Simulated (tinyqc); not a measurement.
sp3s* tight binding: one step. Levels at this k. Two cases, with inputs chosen for the exercise.

Task: Diagonalise H, which belongs to k = (0.31, 0.31, 0.31) (2 pi/a). Four bands are filled (two electrons each); give the make-up of band 5, the lowest empty one.

Case 1.

H(k) (eV):
```
                      sa                   xa                   ya                   za                  s*a
sa             -7.387000                    0                    0                    0                    0
xa                     0             0.850000                    0                    0                    0
ya                     0                    0             0.850000                    0                    0
za                     0                    0                    0             0.850000                    0
s*a                    0                    0                    0                    0             6.602000
sc   -4.239563-0.629292i   0.916066+1.730148i   0.916066+1.730148i   0.916066+1.730148i                    0
xc   -0.967539-1.827363i   1.073351+0.159321i  -0.787770-1.487839i  -0.787770-1.487839i  -0.959218-1.811648i
yc   -0.967539-1.827363i  -0.787770-1.487839i   1.073351+0.159321i  -0.787770-1.487839i  -0.959218-1.811648i
zc   -0.967539-1.827363i  -0.787770-1.487839i  -0.787770-1.487839i   1.073351+0.159321i  -0.959218-1.811648i
s*c                    0   0.826859+1.561665i   0.826859+1.561665i   0.826859+1.561665i                    0

                      sc                   xc                   yc                   zc                 s*c
sa   -4.239563+0.629292i  -0.967539+1.827363i  -0.967539+1.827363i  -0.967539+1.827363i                   0
xa    0.916066-1.730148i   1.073351-0.159321i  -0.787770+1.487839i  -0.787770+1.487839i  0.826859-1.561665i
ya    0.916066-1.730148i  -0.787770+1.487839i   1.073351-0.159321i  -0.787770+1.487839i  0.826859-1.561665i
za    0.916066-1.730148i  -0.787770+1.487839i  -0.787770+1.487839i   1.073351-0.159321i  0.826859-1.561665i
s*a                    0  -0.959218+1.811648i  -0.959218+1.811648i  -0.959218+1.811648i                   0
sc             -3.852000                    0                    0                    0                   0
xc                     0             2.908000                    0                    0                   0
yc                     0                    0             2.908000                    0                   0
zc                     0                    0                    0             2.908000                   0
s*c                    0                    0                    0                    0            6.046000
```

Case 2.

H(k) (eV):
```
                      sa                   xa                   ya                   za                  s*a
sa             -4.202000                    0                    0                    0                    0
xa                     0             1.720000                    0                    0                    0
ya                     0                    0             1.720000                    0                    0
za                     0                    0                    0             1.720000                    0
s*a                    0                    0                    0                    0             6.685000
sc   -5.749157-0.853365i   1.101253+2.079905i   1.101253+2.079905i   1.101253+2.079905i                    0
xc   -1.101253-2.079905i   1.177580+0.174792i  -0.880654-1.663266i  -0.880654-1.663266i  -1.032751-1.950528i
yc   -1.101253-2.079905i  -0.880654-1.663266i   1.177580+0.174792i  -0.880654-1.663266i  -1.032751-1.950528i
zc   -1.101253-2.079905i  -0.880654-1.663266i  -0.880654-1.663266i   1.177580+0.174792i  -1.032751-1.950528i
s*c                    0   1.032751+1.950528i   1.032751+1.950528i   1.032751+1.950528i                    0

                      sc                   xc                   yc                   zc                 s*c
sa   -5.749157+0.853365i  -1.101253+2.079905i  -1.101253+2.079905i  -1.101253+2.079905i                   0
xa    1.101253-2.079905i   1.177580-0.174792i  -0.880654+1.663266i  -0.880654+1.663266i  1.032751-1.950528i
ya    1.101253-2.079905i  -0.880654+1.663266i   1.177580-0.174792i  -0.880654+1.663266i  1.032751-1.950528i
za    1.101253-2.079905i  -0.880654+1.663266i  -0.880654+1.663266i   1.177580-0.174792i  1.032751-1.950528i
s*a                    0  -1.032751+1.950528i  -1.032751+1.950528i  -1.032751+1.950528i                   0
sc             -4.202000                    0                    0                    0                   0
xc                     0             1.720000                    0                    0                   0
yc                     0                    0             1.720000                    0                   0
zc                     0                    0                    0             1.720000                   0
s*c                    0                    0                    0                    0            6.685000
```

Give: levels; weights of band 5; weight of band 5 on atom a.

Result:

Case 1.

levels (eV): -11.1101  -4.8942  -0.8109  -0.8109  1.2398  2.8873  4.5689  4.5689  7.5439  9.5004

weights of band 5: s 0.508, p 0.346, s* 0.145

weight of band 5 on atom a = 0.422

The vertical gap at this k is 2.0507 eV; band 5 is mostly s-like.

Case 2.

levels (eV): -11.1818  -4.9645  -1.0395  -1.0395  2.2192  3.6547  4.4795  4.4795  8.5522  10.1261

weights of band 5: s 0.215, p 0.453, s* 0.332

weight of band 5 on atom a = 0.500

The vertical gap at this k is 3.2587 eV; band 5 is mostly p-like.

Computed by tinyqc, one run a case: `OMP_NUM_THREADS=1 python tinyqc.py N N+1 out.jsonl` with N = 1480026, 1482105; one thread of a shared Intel(R) Xeon(R) Processor @ 2.30GHz, about 0.2 s a run at most.
